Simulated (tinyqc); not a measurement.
# Thermionic-field emission through a Schottky barrier, WKB: effect of temperature

Metal on an n-type semiconductor with one parabolic valley; V > 0 is forward bias (metal positive). Energies E are counted from the conduction edge of the neutral semiconductor, whose Fermi level lies at -xi; that of the metal lies at -xi - V. The barrier is a parabola of height Vd = phi - xi - V (depletion approximation, no image force).

Nc = 2 (2 pi me m0 kB T/h^2)^1.5 (times 1e-6 for cm^-3); Nd = Nc F12(-xi/Vt), F12(x) = (2/sqrt(pi)) int_0^infinity sqrt(u)/(1 + exp(u - x)) du; E00 = (hbar/2) sqrt(Nd/(me m0 eps0 eps_r)) in SI units (volts). For E < Vd, ln T(E) = -(Vd/E00) [sqrt(1 - y) - y ln((1 + sqrt(1 - y))/sqrt(y))], y = E/Vd; T(E) = 1 above. J = A* T (q/kB) int_0^infinity T(E) N(E) dE, N = ln[(1 + exp((-xi - E)/Vt))/(1 + exp((-xi - V - E)/Vt))], A* = 4 pi q me m0 kB^2/h^3 (times 1e-4 for A/(cm^2 K^2)). The integral is converged to the digits shown; the share over the barrier is that of E > Vd, and 0 means below 1e-6 %. phi is held fixed. By a common rule of thumb, E00/Vt below 0.5 marks thermionic emission, 0.5 to 5 thermionic-field emission and above 5 field emission.

Parameters, values chosen for the exercise; band and dielectric values close to those of 4H silicon carbide:
```
symbol   value   unit                             meaning
me       0.365     m0                       electron mass
eps_r     9.71                      relative permittivity
phi       1.29     eV  barrier height seen from the metal
Nd      1.9e18  cm^-3                       donor density
V         0.42      V                                bias
```

Constants: q = 1.602176634e-19 C, kB = 1.380649e-23 J/K, eps0 = 8.8541878128e-12 F/m, hbar = 1.054571817e-34 J s, h = 6.62607015e-34 J s, m0 = 9.1093837015e-31 kg, Vt = kB T/q. Results are converted to the units shown.

Results:
```
T (K)  E00/Vt  J (A/cm^2)  share over the barrier (%)  mean E/Vd
60      2.629   2.119e-21                           0    0.04174
100     1.578   3.669e-19                           0     0.1703
150     1.052   3.121e-15                           0     0.3961
200    0.7888   1.195e-11                     1.75e-3     0.5708
250    0.6310    8.178e-9                      0.0970     0.6863
400    0.3944    0.001472                        5.21     0.8464
500    0.3155      0.1486                        12.6     0.8929
```

Estimate the missing row, T = 300 K.

Computed row:
```
T (K)  E00/Vt  J (A/cm^2)  share over the barrier (%)  mean E/Vd
300    0.5258    1.269e-6                       0.754     0.7613
```

With this row back in the table: J rises from 2.12e-21 to 0.149 A/cm^2, and the mean E/Vd rises from 0.0417 to 0.893, as E00/Vt falls from 2.63 (thermionic-field emission) to 0.316 (thermionic emission). Between the first two rows J changes by a factor of 173, between the last two by 101.

Range of the model: One isotropic valley is assumed; bands with several valleys have a larger Richardson constant and Nc. The depletion approximation, a parabolic band and the neglect of image-force lowering make these currents estimates at high doping.

Program tinyqc, `OMP_NUM_THREADS=1 python tinyqc.py 2640095 2640096 out.jsonl`; Intel Xeon 2.30GHz, shared host, one thread, about 0.04 s.
